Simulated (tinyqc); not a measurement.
Frequency dispersion of an accumulation capacitance by border traps, distributed model: one step of the calculation.

Traps spread evenly through the insulator exchange electrons with the semiconductor by tunnelling, with tau(x) = t0 exp(2 ka x) at depth x from the interface. The admittance per area Y seen at depth x obeys dY/dx = -Y^2/(i w eps0 eox) + q Nb ln(1 + i w tau)/tau, with Y(0) = i w Cs and w = 2 pi f; the gate sees Y(tox) = G + i w C. Working variable y = Y/(i w), in uF/cm^2. Cox = eps0 eox/tox.

Question. Midpoint steps through the active depth. In terms of y: dy/dx = -y^2/(eps0 eox) + s(x), s = q Nb ln(1 + z)/z, z = i w tau. 8 midpoint steps of h = xe/8: y_half = y + (h/2) y'(x, y), y(new) = y + h y'(x + h/2, y_half).

Values chosen for this exercise; permittivity close to that of hafnium oxide:
- eox = 18.1 (relative permittivity of the insulator)
- Cs = 6.3 uF/cm^2 (semiconductor capacitance in accumulation)
- Nb = 1.1e20 cm^-3 eV^-1 (density of border traps)
- ka = 3.7 1/nm (decay constant of the wave function in the insulator)
- t0 = 6e-11 s (time constant of a trap at the interface)
- f = 100 Hz (frequency)
- xe = 3 nm (depth down to which the steps are taken)

Constants: q = 1.602176634e-19 C, eps0 = 8.8541878128e-14 F/cm where lengths are in cm. Results are converted to the units shown.

Find: x; s; y.

Answer.

```
point,x (nm),s (uF/(cm^2 nm)),y (uF/cm^2)
0,0,1.7624+0.0000i,6.3000+0.0000i
1,0.37500,1.7624+0.0000i,6.0712+0.0000i
2,0.75000,1.7624+0.0000i,5.8980+0.0000i
3,1.1250,1.7624-0.0001i,5.7659+0.0000i
4,1.5000,1.7624-0.0022i,5.6646-0.0002i
5,1.8750,1.7615-0.0352i,5.5865-0.0034i
6,2.2500,1.5669-0.4736i,5.5207-0.0532i
7,2.6250,0.2524-0.4000i,5.1326-0.2795i
8,3.0000,0.0167-0.0545i,4.6042-0.2660i
```

Program tinyqc, `OMP_NUM_THREADS=1 python tinyqc.py 2202086 2202087 out.jsonl`; Intel Xeon 2.30GHz, shared host, one thread, about 0.6 s.
